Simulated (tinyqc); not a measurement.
Growth over eight decades: Cabrera-Mott growth of a thin oxide under its own electric field. Computed by tinyqc, a small Python program. Command: `OMP_NUM_THREADS=1 python tinyqc.py 3015555 3015556 out.jsonl cabrera walk`. One thread of a shared host (Intel(R) Xeon(R) Processor @ 2.30GHz), about 0.02 s of CPU time with the checks.

Electrons cross the film freely and set a fixed potential V across it; the field V/x lowers the barrier for ions entering the oxide.

Inputs (values chosen for the exercise, for a model metal): barrier W = 1.55 eV; Mott potential V = 1.8 V; ion charge number z = 2; half jump distance b = 2.2 angstrom; prefactor u0 = N Omega nu = 1.5e+12 angstrom/s; temperature T = 250 K; starting thickness x0 = 7.5 angstrom.

Backward hops: kept.

Constants: k_B = 8.617333262e-05 eV/K.

Method:
- u = u0 exp(-W/(k_B T)), X1 = z b V/(k_B T) with V in volts and k_B T in eV; dx/dt = 2 u sinh(X1/x).
- t(x) = int_(x0)^x dx / (dx/dt) by Gauss-Legendre quadrature (80 points on each side of (x0 + 2 x)/3), solved for x.
- Closed form for thin films (leading term of the integral): x solves (x^2/(u X1)) exp(-X1/x) = t.

u = 8.50093e-20 angstrom/s

X1 = 367.631 angstrom

Thickness:
```
t (s)     x (angstrom)  1/x (1/angstrom)  closed form (angstrom)
1.00e+00         8.694           0.11502                   8.685
1.00e+01         9.171           0.10904                   9.161
1.00e+02         9.702           0.10308                   9.689
1.00e+03        10.296           0.09713                  10.281
1.00e+04        10.965           0.09120                  10.948
1.00e+05        11.725           0.08529                  11.704
1.00e+06        12.594           0.07940                  12.568
1.00e+07        13.597           0.07354                  13.565
1.00e+08        14.768           0.06771                  14.727
```

What follows from these numbers?

Per decade of time the film gains 0.48 angstrom at first and 1.2 at the end. The inverse-logarithmic law predicts -X1 d(1/x)/d ln t near 1; the rows give 0.95 at first and 0.93 at the end. The closed form misses by at most 0.28 %.

Extremes, crossings and ranges named in words are read from the listed rows.
